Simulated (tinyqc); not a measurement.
What each parameter does: alloy A(1-x)B(x) by interpolation with bowing.

Each gap follows E(x) = (1 - x) E_A + x E_B - C x (1 - x); the lattice constant follows Vegard, a(x) = (1 - x) a_A + x a_B.

Mass at Gamma from the Kane formula 1/m = F + Ep (Eg + 2 Dso/3)/(Eg (Eg + Dso)). F is fixed by the masses of A and B and interpolated linearly, as is Ep; Eg and Dso carry their bowing.

Parameters, chosen for this exercise (A near GaSb, B near GaAs; not measured data): Eg = (0.814, 1.522) eV (gap at Gamma to the s-like level of A, B); EgX = (1.129, 1.955) eV (gap to the lowest valley along Gamma-X of A, B); EgL = (0.875, 1.836) eV (gap to L of A, B); C = (1.644, 1.31, 1.131) eV (bowing of the Gamma, X and L gaps); x = 0.12 (fraction of B); Dso = (0.765, 0.34) eV (spin-orbit splitting of A, B); Ep = (26.8, 25.7) eV (Kane energy of A, B); me = (0.0395, 0.0668) m0 (electron mass at Gamma of A, B); Cs = 0.53 eV (bowing of Dso).

Gaps at x and the Kane mass. Each row changes one parameter from the base and keeps the others.

Results:
```
case                         Gamma (eV)  X (eV)  L (eV)  mass (m0)
base                             0.7254  1.0898  0.8709     0.0347
x = 0.08                         0.7496  1.0987  0.8686     0.0360
C = (1.744, 1.41, 1.231) eV      0.7148  1.0792  0.8603     0.0342
Eg = (0.855, 1.522) eV           0.7614  1.0898  0.8709     0.0350
EgX = (1.129, 1.857) eV          0.7254  1.0780  0.8709     0.0347
EgL = (0.831, 1.836) eV          0.7254  1.0898  0.8322     0.0347
Ep = (29.5, 28.3) eV             0.7254  1.0898  0.8709     0.0341
Cs = 0.58 eV                     0.7254  1.0898  0.8709     0.0347
```

The largest shifts from the base row, up to three for each result and ties (the steps differ in size, so this ranks the rows, not the parameters). Gamma (eV): Eg +0.0361, x +0.0243, C -0.0106; unchanged at the printed digits by EgX, EgL, Ep and Cs. X (eV): EgX -0.0118, C -0.0106, x +0.0089; unchanged at the printed digits by Eg, EgL, Ep and Cs. L (eV): EgL -0.0387, C -0.0106, x -0.0022; unchanged at the printed digits by Eg, EgX, Ep and Cs. mass (m0): x +0.0013, Ep -0.0006, C -0.0005; unchanged at the printed digits by EgX, EgL and Cs.

Computed by tinyqc, a small Python program: `OMP_NUM_THREADS=1 python tinyqc.py 1081264 1081265 out.jsonl` (the numbers bound the seed that draws the inputs); one thread of a shared host (Intel(R) Xeon(R) Processor @ 2.30GHz), about 0.01 s for the whole set of steps.
